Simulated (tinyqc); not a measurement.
Two-band model of a narrow-gap semiconductor with electrons and holes: one step, computed by the program tinyqc. Command: `OMP_NUM_THREADS=1 python tinyqc.py 3031854 3031855 out.jsonl bipolar walk`. One thread of a shared host (Intel(R) Xeon(R) Processor @ 2.30GHz), about 0.05 s of CPU time with the checks.

Two parabolic bands with acoustic scattering (r = -1/2, a = 0), a gap that does not change with T, and fully ionised dopants. Melting is ignored, so values above the melting point are formal, and kappa_L does not change with T. eta_n = (E_F - E_c)/(k_B T), eta_p = -eta_n - E_g/(k_B T).

Problem. Each band alone. With x = E/(k_B T), a = alpha k_B T (0 for a parabolic band), G = x (1 + a x), D = 1 + 2 a x and <y> = int y f (1 - f) dx, f = 1/(1 + exp(x - eta)): tau = tau_0 G^r/D; transport function s = G^(3/2 + r)/D^2; n = N_0 <G^(3/2)> with N_0 = (2 m k_B T)^(3/2)/(3 pi^2 hbar^3). Integrals over x = E/(k_B T) use 160 Gauss-Legendre points in u = sqrt(x) from 0 to sqrt(max(eta, 0) + 32). sigma = e mu_0 N_0 <s> with mu_0 = e tau_0/m = mu_300 (T/300 K)^(-p); |S| = (k_B/e)(<x s>/<s> - eta); Lorenz number L = (k_B/e)^2 (<x^2 s>/<s> - (<x s>/<s>)^2); kappa_e = L sigma T; zT = S^2 sigma T/(kappa_L + kappa_e). Hall factor r_H = <x^(3/2)> <x^(1/2)>/<s>^2.

Inputs (values chosen for the exercise, modelled on Bi2Te3):
```
quantity                              value        unit
electron mass m_n                      0.94         m_0
hole mass m_p                           1.1         m_0
electron mobility parameter mu_300,n    510  cm^2/(V s)
hole mobility parameter mu_300,p        410  cm^2/(V s)
temperature exponent p                  1.5           -
temperature T                           260           K
```

Doping: p-type.

eta_n = -3.347133

eta_p = -3.347781

Constants: e = 1.602176634e-19 C; m_0 = 9.1093837015e-31 kg; k_B = 1.380649e-23 J/K; hbar = 1.054571817e-34 J s; k_B = 8.617333262e-05 eV/K.

Give: Partial coefficients.

Solution.

Partial coefficients:
```
band       sigma (S/cm)  |S| (microvolt/K)  L (1e-8 V^2/K^2)  density (1/cm^3)  Hall factor
electrons         48.61              462.3             1.492         6.413e+17        1.176
holes             49.44              462.3             1.492         8.113e+17        1.176
```

The nominal minority band carries 50 % of the conductivity.
